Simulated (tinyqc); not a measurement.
Precursor delivery by bubblers, mass-transport growth and the solid composition of a III-V alloy: one step, computed by the program tinyqc. Command: `OMP_NUM_THREADS=1 python tinyqc.py 3013099 3013100 out.jsonl movpe_thermo walk`. One thread of a shared host (Intel(R) Xeon(R) Processor @ 2.30GHz), about 0.02 s of CPU time with the checks.

1 sccm = 44.615 micromol/min; 1 torr = 133.322 Pa. The sources decompose fully at the surface.

Task: Bubblers. log10 p_v = a - b/T_bath; molar flow = F x 44.615 x p_v/(p_b - p_v) for a saturated bubbler.

Inputs (values chosen for the exercise, modelled on triethylgallium (source 1) and trimethylindium (source 2) for the vapour pressures):
```
quantity              value  unit
bath temperature T1     290     K
bath temperature T2     306     K
bubbler pressure p_b   1000  torr
carrier flow F1          83  sccm
carrier flow F2          87  sccm
```

constants a, b of source 1 (log10 torr, K): 8.105  2162

constants a, b of source 2 (log10 torr, K): 10.53  3014

Give: vapour pressure 1; molar flow 1; vapour pressure 2; molar flow 2.

Result:

vapour pressure 1 = 4.465 torr

molar flow 1 = 16.61 micromol/min

vapour pressure 2 = 4.790 torr

molar flow 2 = 18.68 micromol/min

One kelvin of bath error changes flow 1 by 5.9 % and flow 2 by 7.4 %.
